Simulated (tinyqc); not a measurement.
# MOSFET in the linear regime without short-channel effects, parameter extraction from computed curves: two studies

Inversion charge Q = Cox n Vt W0(exp((Vg - VT)/(n Vt))), W0 the Lambert function and n = nf; u = Q/Cox; mobility mu = mu0/(1 + th1 u + th2 u^2); channel resistance Rch = (L - dL)/(W mu Q); Id = Vd/(Rch + Rsd/W). Cox = eps0 eox/tox. Small Vd, no channel-length or drain effects.

Inputs (values chosen for the exercise); channel values of the order met in silicon transistors:
- T = 400 K (temperature)
- eox = 3.9 (relative permittivity of the gate insulator (close to silicon dioxide))
- tox = 1.5 nm (insulator thickness)
- mu0 = 110 cm^2/(V s) (low-field mobility)
- th1 = 0.63 1/V (first mobility attenuation factor)
- th2 = 0 1/V^2 (second mobility attenuation factor)
- VT = 0.51 V (threshold voltage)
- nf = 1.11 (body factor)
- W = 10 um (gate width)
- L = 0.19 um (drawn gate length)
- dL = 0.013 um (drawn less effective length)
- Rsd = 520 ohm um (source plus drain resistance)
- Vd = 0.05 V (drain voltage)

Constants: q = 1.602176634e-19 C, kB = 1.380649e-23 J/K, Vt = kB T/q, eps0 = 8.8541878128e-14 F/cm where lengths are in cm. Results are converted to the units shown.

Each table varies one quantity; the others keep the values above.

## Extraction methods against the body factor

From the continuous curve Id(Vg): tangent at peak gm (V_ext = Vg - Id/gm); constant current Id = 0.1 uA W/L; peak of d2Id/dVg2; Y = Id/sqrt(gm) drawn through Vg = VT + 0.6 and VT + 0.8 V, with intercept VT_Y and slope s. Mobilities gm,max L/(W Cox Vd) and s^2 L/(W Cox Vd) with the drawn L. Last column: share of Rsd/W in the total resistance at VT + 0.8 V.

Extraction methods against the body factor:
columns A: nf; B: V_ext (V); C: constant current (V); D: second derivative (V); E: VT_Y (V); F: mobility from gm (cm^2/(V s)); G: mobility from Y (cm^2/(V s)); H: series share (%)
```
A        B      C      D      E     F     G     H
1    0.494  0.465  0.494  0.556  67.9   106  26.5
1.1  0.490  0.456  0.492  0.556  66.3   104  26.4
1.2  0.486  0.446  0.489  0.556  64.8   103  26.2
1.3  0.482  0.437  0.487  0.556  63.4   102  26.1
1.4  0.478  0.427  0.484  0.556  62.1   101  26.0
1.5  0.474  0.417  0.481  0.555  60.8  99.5  25.9
1.6  0.469  0.407  0.479  0.554  59.7  98.3  25.8
1.7  0.464  0.396  0.476  0.552  58.6  97.1  25.7
```

The model has VT = 0.51 V and mu0 = 110 cm^2/(V s). Over the table the extracted thresholds move by 29 mV (tangent), 68 mV (constant current), 19 mV (second derivative), 3.9 mV (Y function). The mobility from gm falls from 67.9 to 58.6 and that from Y falls from 106 to 97.1 cm^2/(V s).

## Extraction methods against the second mobility attenuation factor

Same model as above.

Results:
columns A: th2 (1/V^2); B: V_ext (V); C: constant current (V); D: second derivative (V); E: VT_Y (V); F: mobility from gm (cm^2/(V s)); G: mobility from Y (cm^2/(V s)); H: series share (%)
```
A         B      C      D      E     F    G     H
0     0.490  0.455  0.492  0.556  66.1  104  26.3
0.12  0.489  0.455  0.492  0.584  65.9  119  25.6
0.18  0.489  0.455  0.492  0.598  65.7  128  25.2
0.24  0.489  0.455  0.492  0.612  65.6  137  24.9
0.3   0.489  0.455  0.492  0.626  65.5  148  24.5
0.36  0.488  0.455  0.492  0.640  65.4  159  24.2
```

Estimate the missing row, th2 = 0.06 1/V^2.

Computed row:
columns A: th2 (1/V^2); B: V_ext (V); C: constant current (V); D: second derivative (V); E: VT_Y (V); F: mobility from gm (cm^2/(V s)); G: mobility from Y (cm^2/(V s)); H: series share (%)
```
A         B      C      D      E     F    G     H
0.06  0.490  0.455  0.492  0.570  66.0  111  26.0
```

With this row back in the table: The model has VT = 0.51 V and mu0 = 110 cm^2/(V s). Over the table the extracted thresholds move by 1.3 mV (tangent), under 0.5 mV (constant current), under 0.5 mV (second derivative), 84 mV (Y function). The mobility from gm falls from 66.1 to 65.4 and that from Y rises from 104 to 159 cm^2/(V s).

tinyqc, about 0.01 s, one thread, Intel Xeon 2.30GHz (shared host): `OMP_NUM_THREADS=1 python tinyqc.py 2210007 2210008 out.jsonl`
